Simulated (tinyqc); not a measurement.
## Permittivity of the insulator from five potentials

Problem. A node lies on a semiconductor-insulator interface. Steps: hs = tb/2 down into the semiconductor, ho = tox/1 up into the insulator, hy = L/5 sideways. The flux balance of its box reads eox (hy/ho)(above - node) + eps_r (hy/hs)(below - node) + [(eps_r hs + eox ho)/(2 hy)](left + right - 2 node) - q Na (hs/2) hy/eps0 = 0. Find eox.

Parameters, values chosen for the exercise; semiconductor permittivity close to that of silicon:

| symbol | value | unit | meaning |
|---|---|---|---|
| eps_r | 11.8 |  | relative permittivity of the semiconductor |
| tb | 8 | nm | body thickness |
| tox | 1.6 | nm | insulator thickness |
| L | 33 | nm | channel length |
| Na | 6.4e17 | cm^-3 | acceptor density of the depleted body |

Constants: q = 1.602176634e-19 C, eps0 = 8.8541878128e-14 F/cm where lengths are in cm. Results are converted to the units shown.

psi (V): node 0.14428153, above -0.05, below 0.26953931, left 0.073004704, right 0.42294528

Answer. The balance is linear in eox.

eox = 3.900

Numbers from tinyqc (`OMP_NUM_THREADS=1 python tinyqc.py 2480068 2480069 out.jsonl`; about 0.1 s on one thread of a shared Intel Xeon 2.30GHz).
